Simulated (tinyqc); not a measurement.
Polytypes by hexagonality, and a cubic inclusion as a quantum well: one step. The bound level without the field. Two cases, with inputs chosen for the exercise.

Problem. Give V, L, the level E, its depth below the host conduction edge and the transition to the valence top of the host, gap(host) - (V - E).

Gap: E3 + (E2 - E3) h. Valence top Ev2 h and polarisation P2 h, both counted from 3C; Ec = Ev + gap.

A cubic inclusion of width L = N d in the host (h = 1) is a well of depth V = Ec(host) - Ec(3C). Square well with mass mismatch: k tan(k L/2) = (m_w/m_b) q, k = sqrt(m_w E/c), q = sqrt(m_b (V - E)/c), c = hbar^2/2m0, lowest root. The depth of the level, V - E, is its binding, and the transition to the valence top of the host is gap(host) - (V - E). The step in polarisation gives a field |F| = |P|/(eps eps0) in a thin inclusion, eps0 = 8.8541878e-12 F/m.

Constants: hbar^2/2m0 = 3.80998211 eV angstrom^2.

Case 1.

Values chosen (of the order of those of InAs; shifted at random, so the results belong to these values and not to a real crystal):
- E3 = 0.416 eV (gap of the cubic polytype)
- E2 = 0.456 eV (gap of 2H)
- Ev2 = 0.038 eV (valence top of 2H above that of 3C)
- P2 = 0.0018 C/m^2 (spontaneous polarisation of 2H)
- m = (0.025, 0.027) m0 (electron mass along c in the cubic layer and in the host)
- d = 3.507 angstrom (thickness of a double layer)
- eps = 15.1 (dielectric constant)
- N = 24 (double layers in the cubic inclusion)

Case 2.

Values chosen (of the order of those of InP; shifted at random, so the results belong to these values and not to a real crystal):
- E3 = 1.42 eV (gap of the cubic polytype)
- E2 = 1.501 eV (gap of 2H)
- Ev2 = 0.048 eV (valence top of 2H above that of 3C)
- P2 = -0.0017 C/m^2 (spontaneous polarisation of 2H)
- m = (0.076, 0.081) m0 (electron mass along c in the cubic layer and in the host)
- d = 3.39 angstrom (thickness of a double layer)
- eps = 12.5 (dielectric constant)
- N = 24 (double layers in the cubic inclusion)

Give: V; L; E above the bottom; depth below the host edge; transition.

Solution.

Case 1.

V = 0.0780 eV
L = 84.168 angstrom
E above the bottom = 0.0434 eV
depth below the host edge = 0.0346 eV
transition = 0.4214 eV

The level keeps 44 % of the well depth. The transition lies above the gap of 3C itself (0.416 eV).

Case 2.

V = 0.1290 eV
L = 81.360 angstrom
E above the bottom = 0.0323 eV
depth below the host edge = 0.0967 eV
transition = 1.4043 eV

The level keeps 75 % of the well depth. The transition lies below the gap of 3C itself (1.42 eV), which only a staggered line-up allows.

Computed by tinyqc, one run a case: `OMP_NUM_THREADS=1 python tinyqc.py N N+1 out.jsonl` with N = 1880680, 1880888; one thread of a shared Intel(R) Xeon(R) Processor @ 2.30GHz, about 0.08 s a run at most.
